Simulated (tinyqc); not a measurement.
# ESD clamp with bipolar snapback, compact model and design window: several studies

The drain junction multiplies the current that enters it: Igen = (M - 1)(Ic + I0), M = 1/(1 - (Vj/BV)^n). The generated holes leave through the substrate resistance and the base of the parasitic npn: Igen = Vb/Rb + Ic/be, Ic = Is exp(Vb/Vt). Terminal current I = Ic + I0 + Igen and voltage V = Vj + I Ro, per width. Isothermal, constant gain.

Parameters, values chosen for the exercise; values close to those of grounded-gate n-channel clamps: temperature T = 300 K; junction breakdown voltage BV = 11.3 V; exponent of the multiplication n = 4.7; current gain of the parasitic npn be = 9; saturation current Is = 5.6e-18 A/um; junction leakage I0 = 6.8e-11 A/um; substrate resistance Rb = 8500 ohm um; drain ballast and contact resistance Ro = 310 ohm um; failure current for 100 ns It2 = 9.8 mA/um.

Constants: q = 1.602176634e-19 C, kB = 1.380649e-23 J/K, Vt = kB T/q. Results are converted to the units shown.

Each table varies one quantity; the others keep the values above.

## Failure current against pulse length

Power to failure goes as 1/t for pulses shorter than ta = 7.7 ns (adiabatic) and as 1/sqrt(t) beyond: Pf = P100 sqrt(100 ns/t) for t > ta and Pf(ta) ta/t below, with P100 = Vt2 It2 at 100 ns. The failure current solves V I = Pf on the curve (I(Vb), V(Vb)). For given Vb: Ic, Igen, M = 1 + Igen/(Ic + I0), Vj = BV (1 - 1/M)^(1/n), I and V. Vt1 is the maximum of V along the curve, Vh the following minimum, Vt2 the voltage at I = It2.

Failure current against pulse length:

| t (ns) | Pf (mW/um) | failure current (mA/um) | V at failure (V) | energy (nJ/um) |
|---|---|---|---|---|
| 1 | 2747 | 83.60 | 32.86 | 2.747 |
| 2 | 1373 | 56.29 | 24.40 | 2.747 |
| 5 | 549.3 | 32.33 | 16.99 | 2.747 |
| 10 | 313.0 | 22.45 | 13.94 | 3.130 |
| 20 | 221.3 | 17.71 | 12.49 | 4.427 |
| 50 | 140.0 | 12.75 | 10.98 | 6.999 |
| 100 | 98.98 | 9.800 | 10.10 | 9.898 |
| 200 | 69.99 | 7.439 | 9.409 | 14.00 |
| 500 | 44.27 | 5.060 | 8.747 | 22.13 |

The failure current falls from 83.6 to 5.06 mA/um, as t^(-0.57) at the start and t^(-0.42) at the end, more slowly than the power since V rises with I. The voltage at failure falls from 32.9 to 8.75 V.

## Effect of the drain ballast and contact resistance

Same model as above.

It1 and Ih are the currents at Vt1 and Vh.

Effect of the drain ballast and contact resistance:

| Ro (ohm um) | Vt1 (V) | It1 (uA/um) | Vh (V) | Ih (uA/um) | Vt2 (V) | Vt2 - Vt1 (V) |
|---|---|---|---|---|---|---|
| 30 | 11.30 | 60.48 | 7.321 | 6356 | 7.356 | -3.946 |
| 52 | 11.30 | 62.24 | 7.441 | 4726 | 7.572 | -3.731 |
| 92 | 11.31 | 64.07 | 7.601 | 3457 | 7.964 | -3.342 |
| 160 | 11.31 | 65.84 | 7.800 | 2536 | 8.630 | -2.680 |
| 280 | 11.32 | 67.65 | 8.057 | 1838 | 9.806 | -1.512 |
| 490 | 11.33 | 69.47 | 8.380 | 1318 | 11.86 | 0.5315 |
| 860 | 11.36 | 71.34 | 8.787 | 932.1 | 15.49 | 4.131 |
| 1500 | 11.40 | 73.26 | 9.280 | 651.7 | 21.76 | 10.36 |

As Ro goes from 30 to 1500 ohm um, Vt1 rises from 11.3 to 11.4 V, It1 rises from 60.5 to 73.3 uA/um, Vh rises from 7.32 to 9.28 V and Vt2 rises from 7.36 to 21.8 V. Vt2 exceeds Vt1, the condition for all fingers to turn on, in 3 of the 8 rows. Ballast buys uniform turn-on with a higher clamping voltage.

## Effect of the current gain of the parasitic npn

Same model as above.

Effect of the current gain of the parasitic npn:

| be | Vt1 (V) | It1 (uA/um) | Vh (V) | Ih (uA/um) | Vt2 (V) | Vt2 - Vt1 (V) |
|---|---|---|---|---|---|---|
| 1 | 11.32 | 68.03 | 10.24 | 752.1 | 12.81 | 1.491 |
| 1.7 | 11.32 | 68.01 | 9.762 | 942.0 | 12.22 | 0.9007 |
| 2.9 | 11.32 | 67.99 | 9.226 | 1164 | 11.55 | 0.2326 |
| 4.9 | 11.32 | 67.98 | 8.691 | 1412 | 10.87 | -0.4506 |
| 8.2 | 11.32 | 67.98 | 8.194 | 1681 | 10.21 | -1.106 |
| 14 | 11.32 | 67.97 | 7.740 | 1980 | 9.583 | -1.737 |
| 24 | 11.32 | 67.97 | 7.360 | 2287 | 9.023 | -2.297 |
| 40 | 11.32 | 67.97 | 7.078 | 2569 | 8.576 | -2.744 |

What does the comparison show?

As be goes from 1 to 40, Vt1 stays near 11.3 V, It1 stays near 68.0 uA/um, Vh falls from 10.2 to 7.08 V and Vt2 falls from 12.8 to 8.58 V. Vt2 exceeds Vt1, the condition for all fingers to turn on, in 3 of the 8 rows. A higher gain needs less multiplication to hold, so Vh falls.

Numbers from tinyqc (`OMP_NUM_THREADS=1 python tinyqc.py 2670125 2670126 out.jsonl`; about 0.02 s on one thread of a shared Intel Xeon 2.30GHz).
